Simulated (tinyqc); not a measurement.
Chemical vapour deposition: Grove model, boundary layer, depletion and step coverage: one step, computed by the program tinyqc. Command: `OMP_NUM_THREADS=1 python tinyqc.py 3017648 3017649 out.jsonl cvd walk`. One thread of a shared host (Intel(R) Xeon(R) Processor @ 2.30GHz), about 0.01 s of CPU time with the checks.

A precursor diffuses to the surface and reacts there at first order; each molecule that reacts adds one formula unit of film.

Task: Step coverage in a trench. In a long trench of width w and depth l = aspect ratio x w: Knudsen diffusivity D_K = (2w) c/3 (hydraulic diameter 2w), combined as 1/D_e = 1/D_K + 1/D; D_e d2C/dz2 = 2 k_s C/w with D_e dC/dz = -k_s C at the floor. With m = sqrt(2 k_s/(w D_e)): C(floor)/C(top) = 1/[cosh(m l) + (k_s/(D_e m)) sinh(m l)].

Inputs (values chosen for the exercise, close to those used for epitaxial silicon from a chlorosilane): temperature T = 1050 C; trench width w = 0.05 um; aspect ratio of the trench = 56.

Reactor: horizontal, atmospheric.

mean speed c = 40594.50 cm/s

gas diffusivity D = 4.270488 cm^2/s

surface rate constant k_s = 0.4217429 cm/s

Give: Knudsen diffusivity D_K; effective diffusivity D_e; modulus m l; step coverage.

Result:

Knudsen diffusivity D_K = 0.1353 cm^2/s

effective diffusivity D_e = 0.1312 cm^2/s

modulus m l = 0.3176

step coverage = 0.9508

Caution: the hydraulic-diameter form of D_K is rough for a slit.
